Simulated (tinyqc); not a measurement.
Berg model of reactive sputtering of a nitride or oxide: poisoning, hysteresis and pumping speed. Changing the reactive partial pressure P. Computed by tinyqc, a small Python program. Command: `OMP_NUM_THREADS=1 python tinyqc.py 3012032 3012033 out.jsonl berg sweep`. One thread of a shared host (Intel(R) Xeon(R) Processor @ 2.30GHz), about 0.04 s of CPU time with the checks.

A diatomic gas reacts with bare metal on the target and on the collecting surfaces; ions remove metal and compound from the target. theta_t and theta_c are the compound fractions.

Inputs (values chosen for the exercise, close to those used for titanium nitride):

| quantity | value | unit |
|---|---|---|
| ion current density J | 5.8 | mA/cm^2 |
| target area A_t | 280 | cm^2 |
| collecting area A_c | 5800 | cm^2 |
| metal yield Y_m | 0.52 | - |
| compound yield Y_c | 0.15 | - |
| sticking coefficient alpha | 0.56 | - |
| reactive atoms per metal atom z | 1 | - |
| gas mass M | 28 | u |
| pumping speed S | 110 | l/s |
| gas temperature T | 300 | K |

Constants: e = 1.602176634e-19 C; u = 1.6605390666e-27 kg; k_B = 1.380649e-23 J/K.

Method. Ion flux j = J/e; gas flux F = P/sqrt(2 pi M k_B T). Target: (2/z) alpha F (1 - theta_t) = j Y_c theta_t. Sputtered flows F_c = j Y_c theta_t A_t, F_m = j Y_m (1 - theta_t) A_t. Collector: (2/z) alpha F (1 - theta_c) A_c + F_c (1 - theta_c) = F_m theta_c. Gas use Q = alpha F [(1 - theta_t) A_t + (1 - theta_c) A_c] + P S/(k_B T); 1 sccm = 4.4780e17 molecules/s. Rate R = F_m + F_c, given relative to j Y_m A_t.

One run for each value:

| reactive partial pressure P (Pa) | total flow Q (sccm) | rate relative to clean metal | theta_t | theta_c |
|---|---|---|---|---|
| 5.00e-04 | 3.500 | 0.83729 | 0.22868 | 0.70434 |
| 1.10e-03 | 3.743 | 0.71911 | 0.39476 | 0.86889 |
| 2.30e-03 | 3.438 | 0.58948 | 0.57695 | 0.95159 |
| 5.00e-03 | 3.012 | 0.46793 | 0.74778 | 0.98613 |
| 1.10e-02 | 2.899 | 0.38305 | 0.86706 | 0.99662 |
| 2.30e-02 | 3.346 | 0.33707 | 0.93168 | 0.99917 |
| 5.00e-02 | 4.799 | 0.31168 | 0.96737 | 0.99982 |
| 1.10e-01 | 8.285 | 0.29921 | 0.98490 | 0.99996 |
| 2.30e-01 | 15.369 | 0.29364 | 0.99272 | 0.99999 |
| 5.00e-01 | 31.365 | 0.29085 | 0.99664 | 1.00000 |

Describe and explain the trends.

Over the rows, total flow Q (sccm) lies between 2.90 and 31.4 without a single trend; rate relative to clean metal falls from 0.837 to 0.291 (exponent d ln y / d ln x -0.19 between the first rows and -0.012 between the last); theta_t rises from 0.229 to 0.997 (exponent d ln y / d ln x 0.69 between the first rows and 0.0051 between the last). Where Q falls as P rises the target is poisoning and the metal that getters the gas dwindles; that stretch is unstable under flow control.

Caution (rows 0.00110, 0.00230, 0.00500): here dQ/dP is negative, a branch that flow control cannot hold.

Extremes, crossings and ranges named in words are read from the listed rows.
